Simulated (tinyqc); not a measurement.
# MOS capacitor on a p-type substrate, surface potential from the exact charge relation: several studies

Uniform p-type substrate, Boltzmann statistics, full ionisation, classical densities. psi is the surface potential against the body (positive when the bands bend down) and u = psi/Vt. Traps are spread evenly over the gap and neutral at flat band, so their charge is -q Dit psi; the minority quasi-Fermi level is shifted by Vb.

Parameters, values chosen for the exercise; band and dielectric values close to those of silicon: temperature T = 273 K; band gap Eg = 1.11 eV; relative permittivity eps_r = 11.8; conduction-band density of states at T Nc = 2.38e19 cm^-3; valence-band density of states at T Nv = 2.27e19 cm^-3; electron affinity chi = 4.1 eV; acceptor density of the substrate N = 1.4e18 cm^-3; relative permittivity of the gate insulator (close to silicon dioxide) eox = 3.9; insulator thickness tox = 12 nm; gate work function phiM = 4.74 eV; fixed charge at the interface, in units of q Nf = 1.8e11 cm^-2; density of interface traps Dit = 2.7e10 cm^-2 eV^-1; reverse bias of the inversion layer against the body Vb = 0 V.

Constants: q = 1.602176634e-19 C, kB = 1.380649e-23 J/K, Vt = kB T/q, eps0 = 8.8541878128e-14 F/cm where lengths are in cm. Results are converted to the units shown.

Each table varies one quantity; the others keep the values above.

## Capacitance-voltage curves

ni = sqrt(Nc Nv) exp(-Eg/(2 Vt)), Eg in volts; phiF = Vt ln(N/ni); Cox = eps0 eox/tox; Vfb = phiM - chi - (Eg - Vt ln(Nv/N)) - q Nf/Cox; Q0 = sqrt(2 eps0 eps_r q N Vt); r = (ni/N)^2 exp(-Vb/Vt); VT = Vfb + [(2 phiF + Vb)(1 + q Dit/Cox) + sqrt(2 eps0 eps_r q N (2 phiF + Vb))/Cox]. u = psi/Vt; F^2 = exp(-u) + u - 1 + r (exp(u) - u - 1); Qs = -sign(u) Q0 F; Cs = -dQs/dpsi = (Q0/Vt) |1 - exp(-u) + r (exp(u) - 1)|/(2 F). psi solves Vg = Vfb + psi + (q Dit psi - Qs)/Cox. Low frequency: 1/C_LF = 1/Cox + 1/(Cs + q Dit). High frequency, in the simple estimate in which traps and minority carriers do not follow: 1/C_HF = 1/Cox + 1/Cd, Cd being Cs with r = 0 at the same psi. Deep depletion: r = 0 and Dit = 0 both in the equation for psi and in Cs. Minority sheet density N_inv = (Q0/(2 q)) int_0^u r (exp(t) - 1)/F(t) dt for u > 0. N_inv under 1 cm^-2 is printed as 0. Regimes: accumulation when majority carriers gather, then depletion up to |psi| = phiF + Vb, weak inversion up to 2 phiF + Vb, strong inversion beyond.

Result of one run:
```
Vg (V)  psi (V)  C_LF/Cox  C_HF/Cox  C_deep/Cox  N_inv (cm^-2)            regime
3.36      1.043    0.9444    0.5409      0.5189       7.346e11  strong inversion
```

What becomes of these results when the gate voltage against the body Vg is changed from 3.36 to 0.13 V, all else the same?

Result of the changed run:
```
Vg (V)  psi (V)  C_LF/Cox  C_HF/Cox  C_deep/Cox  N_inv (cm^-2)     regime
0.13    0.07730    0.8309    0.8304      0.8302              0  depletion
```

The whole series:
```
Vg (V)   psi (V)  C_LF/Cox  C_HF/Cox  C_deep/Cox  N_inv (cm^-2)            regime
-1.25   -0.04427    0.9575    0.9574      0.9574              0      accumulation
-0.79   -0.02060    0.9375    0.9375      0.9375              0      accumulation
-0.33    0.01608    0.8986    0.8985      0.8984              0         depletion
0.13     0.07730    0.8309    0.8304      0.8302              0         depletion
0.59      0.1728    0.7556    0.7547      0.7543              0         depletion
1.05      0.2998    0.6950    0.6936      0.6930              0         depletion
1.52      0.4550    0.6461    0.6442      0.6436          17.60         depletion
1.98      0.6270    0.6073    0.6049      0.6042        2.209e4    weak inversion
2.44      0.8153    0.5750    0.5721      0.5713        5.747e7    weak inversion
2.9       0.9931    0.7759    0.5471      0.5432       9.804e10  strong inversion
3.36       1.043    0.9444    0.5409      0.5189       7.346e11  strong inversion
```

C_LF/Cox is lowest, 0.575, at Vg = 2.44 V (weak inversion) among the rows listed and is 0.944 in the last row, where C_HF/Cox is 0.541 and the deep-depletion value 0.519. Vfb = -0.505 V, where C_HF/Cox = 0.916 (Cox in series with eps0 eps_r/LD), and VT = 2.84 V. Over the last two rows psi moves by only 0.11 V a volt of gate bias, since the inversion charge screens the body. In strong accumulation and inversion degeneracy and confinement, left out here, lower the capacitance.

## Effect of the insulator thickness on threshold and swing

ni = sqrt(Nc Nv) exp(-Eg/(2 Vt)), Eg in volts; phiF = Vt ln(N/ni); Cox = eps0 eox/tox; Vfb = phiM - chi - (Eg - Vt ln(Nv/N)) - q Nf/Cox; VT = Vfb + [(2 phiF + Vb)(1 + q Dit/Cox) + sqrt(2 eps0 eps_r q N (2 phiF + Vb))/Cox]. gamma = sqrt(2 eps0 eps_r q N)/Cox; Wm = sqrt(2 eps0 eps_r (2 phiF + Vb)/(q N)); m = 1 + (eps0 eps_r/Wm + q Dit)/Cox; swing m Vt ln 10; Cmin/Cox = 1/(1 + Cox Wm/(eps0 eps_r)).

The same in every row: 2 phiF (V) = 0.9778; Wm (nm) = 30.18.

Results:
```
tox (nm)  Vfb (V)  gamma (V^0.5)  VT (V)      m  swing (mV/decade)  Cmin/Cox
3         -0.4295         0.5948   1.140  1.305              70.66    0.2312
6.6       -0.4596          1.309   1.820  1.670              90.46    0.3982
9.8       -0.4863          1.943   2.425  1.995              108.1    0.4956
15        -0.5297          2.974   3.407  2.523              136.6    0.6006
22        -0.5882          4.362   4.730  3.233              175.1    0.6880
32        -0.6717          6.344   6.619  4.248              230.1    0.7624
48        -0.8053          9.517   9.642  5.872              318.1    0.8279
```

Estimate the missing row, tox = 4.5 nm.

Computed row:
```
tox (nm)  Vfb (V)  gamma (V^0.5)  VT (V)      m  swing (mV/decade)  Cmin/Cox
4.5       -0.4420         0.8922   1.423  1.457              78.91    0.3109
```

With this row back in the table: As tox goes from 3 to 48, VT rises from 1.14 to 9.64 V, the swing rises from 70.7 to 318 mV/decade and Cmin/Cox rises from 0.231 to 0.828. Of the change of VT by 8.50 V, -0.376 V comes from Vfb and 8.88 V from the band bending and the charge it takes. m - 1 goes as tox^(1.00), that is as 1/Cox.

## Effect of the fixed charge at the interface on threshold and swing

Same model as above.

The same in every row: 2 phiF (V) = 0.97781; gamma (V^0.5) = 2.3791; Wm (nm) = 30.181; m = 2.2180; swing (mV/decade) = 120.15; Cmin/Cox = 0.54607.

Results:
```
Nf (cm^-2)   Vfb (V)  VT (V)
-4e11       -0.18175  3.1633
-2e11       -0.29311  3.0520
0           -0.40446  2.9406
2e11        -0.51582  2.8293
4e11        -0.62717  2.7179
8e11        -0.84988  2.4952
```

Estimate the missing row, Nf = 6e11 cm^-2.

Computed row:
```
Nf (cm^-2)   Vfb (V)  VT (V)
6e11        -0.73852  2.6066
```

With this row back in the table: As Nf goes from -4e11 to 8e11, VT falls from 3.16 to 2.50 V, the swing stays at 120 mV/decade and Cmin/Cox stays at 0.546. The whole change of VT is that of Vfb: the curve shifts rigidly.

Computed by the program tinyqc: `OMP_NUM_THREADS=1 python tinyqc.py 2060169 2060170 out.jsonl`, one thread of a shared Intel Xeon 2.30GHz, about 0.01 s for the whole run.
